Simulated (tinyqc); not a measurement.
Inside a calculation. Model: threshold-voltage variability of a planar MOSFET, analytic estimates.

tinyqc, about 0.01 s, one thread, Intel Xeon 2.30GHz (shared host): `OMP_NUM_THREADS=1 python tinyqc.py 2090025 2090026 out.jsonl` Printed values are rounded.

Three independent sources add in quadrature: random dopants in the depleted layer, metal-gate grains of two orientations, and roughness of the two gate edges acting through the roll-off VT = VT(long) - Vr exp(-L/l). These are first-order estimates: no three-dimensional electrostatics, no percolation.

Inputs (values chosen for the exercise); material values close to those of silicon:
- T = 300 K (temperature)
- Eg = 1.1 eV (band gap)
- eps_r = 11.7 (relative permittivity of the semiconductor)
- Nc = 2.82e19 cm^-3 (conduction-band density of states at T)
- Nv = 2.67e19 cm^-3 (valence-band density of states at T)
- Na = 5.9e18 cm^-3 (channel doping)
- ti = 1.5 nm (oxide-equivalent thickness in inversion)
- L = 65 nm (gate length)
- W = 200 nm (gate width)
- G = 10 nm (metal grain size)
- dW = 0.1 eV (work-function difference of the two grain orientations)
- p = 0.4 (share of the orientation of higher work function)
- De = 0.8 nm (rms roughness of one gate edge)
- La = 20 nm (correlation length of the roughness)
- l = 18 nm (decay length of the threshold roll-off)
- Vr = 1.2 V (prefactor of the roll-off)
- n = 1.36 (subthreshold factor)
- gI = 20 1/V (gm/I of a matched pair)
- sb = 0.9 % (spread of the gain factor of one device)
- Nb = 1048576 (number of cells)
- Y = 0.98 (wanted yield)

Constants: q = 1.602176634e-19 C, kB = 1.380649e-23 J/K, Vt = kB T/q, eps0 = 8.8541878128e-14 F/cm where lengths are in cm. Results are converted to the units shown.

Range of the model: gI s exceeds 0.2, so the linear formula for the current mismatch is only a rough guide.

## Random dopants

ni = sqrt(Nc Nv) exp(-Eg/(2 Vt)), Eg in volts; Cox = 3.9 eps0/ti; Wd = sqrt(4 eps0 eps_r Vt ln(Na/ni)/(q Na)); dopants: s1 = (q/Cox) sqrt(Na Wd/(3 L W)). The slope A1 = s1 sqrt(L W); mean number of dopants Na L W Wd.

Cox = 2.30209 uF/cm^2
Wd = 14.9559 nm
mean number of dopants = 1147.12
A1 = 1.19360 mV um
s1 = 10.4686 mV

Counting alone, 1/sqrt(N) of the depletion voltage q Na Wd/Cox = 614 mV, would give sqrt(3) times more: dopants deep in the layer act less on the surface.

## Metal grains and edge roughness

Grains: Ng = L W/G^2 (at least 1), s2 = dW sqrt(p (1 - p)/Ng). Edges, with exponential correlation and u = W/La: the mean gate length has sL^2 = 2 De^2 (2/u)[1 - (1 - exp(-u))/u]; s3 = sL (Vr/l) exp(-L/l).

Ng = 130
s2 = 4.29669 mV
sL = 0.480001 nm
dVT/dL = 1.80145 mV/nm
s3 = 0.864700 mV

## Total spread, mismatch and leakage

s = sqrt(s1^2 + s2^2 + s3^2). For a pair: s(dVT) = sqrt(2) s; current mismatch sqrt(2) sqrt((gI s)^2 + sb^2); input offset = current mismatch/gI. For a Gaussian VT the off current is log-normal with mean/median = exp(s^2/(2 (n Vt)^2)).

s = 11.3491 mV
s(dVT) = 16.0500 mV
current mismatch = 32.1252 %
input offset = 16.0626 mV
mean/median of Ioff = 1.05348

The dopants give 85.1 % of the variance; without them s would be 4.38 mV. A current mismatch this large is beyond the linear estimate.

## Iteration 1: margin in standard deviations for the wanted yield

k at the start = 4

Cells fail independently with probability Q(k) = erfc(k/sqrt(2))/2 when the margin is k standard deviations, and Y = exp(-Nb Q(k)). phi = exp(-k^2/2)/sqrt(2 pi). Newton steps on ln Q(k) = ln(-ln(Y)/Nb): k(new) = k + [ln Q - ln(-ln(Y)/Nb)] Q/phi.

Q(k) = 3.16712e-5
phi = 1.33830e-4
k after iteration 1 = 5.75236

## Iteration 2: margin in standard deviations for the wanted yield

As before.

Q(k) = 4.40033e-9
phi = 2.60368e-8
k after iteration 2 = 5.50279

## Course of the iteration: margin in standard deviations for the wanted yield

Stop when k changes by less than 1e-9, or after 30 iterations.

Course of the iteration:
```
iteration	k	|change|
1	5.75236	1.75
2	5.50279	0.250
3	5.49745	5.34e-3
4	5.49744	2.45e-6
5	5.49744	5.13e-13
```

Converged in 5 iterations. At the end the number of correct digits about doubles with each step. With s(dVT) = 16.0 mV, 5.50 standard deviations are 88.2 mV.
